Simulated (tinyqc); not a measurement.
Schottky diode by thermionic emission with image-force lowering and series resistance: one step of the calculation.

Metal on an n-type semiconductor with one parabolic valley; V > 0 is forward bias (metal positive). I = I0 [exp(Vj/(n Vt)) - 1] with Vj = V - I Rs; I0 = S A* T^2 exp(-(phi - dphi)/Vt), the lowering dphi taken at zero bias.

Task. Current and small-signal resistance. I = I0 [exp(Vj/(n Vt)) - 1], dV/dI = Rs + n Vt/(I + I0).

Parameters, values chosen for the exercise; band and dielectric values those of a made-up semiconductor: temperature T = 250 K; ideality factor n = 1.03; series resistance Rs = 38 ohm.

Constants: q = 1.602176634e-19 C, kB = 1.380649e-23 J/K, Vt = kB T/q. Results are converted to the units shown.

I0 = 1.3750761e-7 A
converged Vj = 0.23270209 V

Find: I; drop over Rs; dV/dI.

Result.

I = 4.9289 mA
drop over Rs = 0.18730 V
dV/dI = 42.502 ohm

Numbers from tinyqc (`OMP_NUM_THREADS=1 python tinyqc.py 2640128 2640129 out.jsonl`; about 0.01 s on one thread of a shared Intel Xeon 2.30GHz).
